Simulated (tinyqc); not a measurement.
The same inclusion in several hosts: polytypes by hexagonality, and a cubic inclusion as a quantum well.

Gap: E3 + (Es - E3) h/hs for h up to hs, then linear from Es to E2 at h = 1. Valence top Ev2 h and polarisation P2 h, both counted from 3C; Ec = Ev + gap.

Constants: hbar^2/2m0 = 3.80998211 eV angstrom^2.

Values chosen for the exercise (of the order of those of SiC; not measured data): E3 = 2.399 eV (gap of the cubic polytype); E2 = 3.347 eV (gap of 2H); Ev2 = 0.113 eV (valence top of 2H above that of 3C); P2 = -0.0408 C/m^2 (spontaneous polarisation of 2H); Es = 3.242 eV (gap at the hexagonality hs); hs = 0.5 (hexagonality up to which the first line holds); m = (0.288, 0.338) m0 (electron mass along c in the cubic layer and in the host); d = 2.526 angstrom (thickness of a double layer); eps = 10.2 (dielectric constant); N = 4 (double layers in the cubic inclusion).

h from the stacking: 8H 1/4, 6H 1/3, 15R 2/5, 4H 1/2, 9R 2/3, 2H 1. V = Ec(host) - Ec(3C); square-well level from k tan(k L/2) = (m_w/m_b) q, k = sqrt(m_w E/c), q = sqrt(m_b (V - E)/c), L = N d; |F| = |P|/(eps eps0), eps0 = 8.8541878e-12 F/m.

Results:
```
host      h  gap (eV)  V (eV)  depth (eV)  |F| (MV/cm)
8H    0.250     2.821   0.450       0.201         1.13
6H    0.333     2.961   0.600       0.305         1.51
15R   0.400     3.073   0.720       0.394         1.81
4H    0.500     3.242   0.899       0.534         2.26
9R    0.667     3.277   0.953       0.577         3.01
2H    1.000     3.347   1.061       0.665         4.52
```

What does the comparison show?

From 8H to 4H the well deepens by a factor of 2.00 and the bound level by 2.66, between the limits of a wide well (as V) and a thin one (as V^2); in 4H the level keeps 59 % of V; from 4H to 2H the gap gains only 105 meV while the field doubles. The depths leave the field out, although its drop |F| L reaches 456 meV in 2H.

Run: tinyqc, `OMP_NUM_THREADS=1 python tinyqc.py 1880516 1880517 out.jsonl`; Intel(R) Xeon(R) Processor @ 2.30GHz, one thread, shared host; about 0.04 s of CPU time with all checks.
